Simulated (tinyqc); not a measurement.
Hubbard chain of 2 sites, step by step. One step of it, computed by the program tinyqc.

Problem. Mean-field iteration 2. H(up) = T + U n(down), H(down) = T + U n(up); fill the lowest levels; n(new) = n + mixing (n(out) - n); E = tr T (rho up + rho down) + U sum n_up n_down of the output.

one-body matrix (hopping and site energies) (eV):
```
           1          2
1   0.510000  -0.940000
2  -0.940000   0.210000
```

U = 3.700000 eV

electrons, up and down: 1  1

mixing = 1

n(up) after iteration 1: 1 0.421210, 2 0.578790

n(down) after iteration 1: 1 0.421210, 2 0.578790

Give: levels, up; levels, down; energy; n(up) after iteration 2; n(down) after iteration 2.

Solution.

levels, up (eV): 1.2594  3.1606

levels, down (eV): 1.2594  3.1606

energy = 0.7966 eV

n(up) after iteration 2: 1 0.5744, 2 0.4256

n(down) after iteration 2: 1 0.5744, 2 0.4256
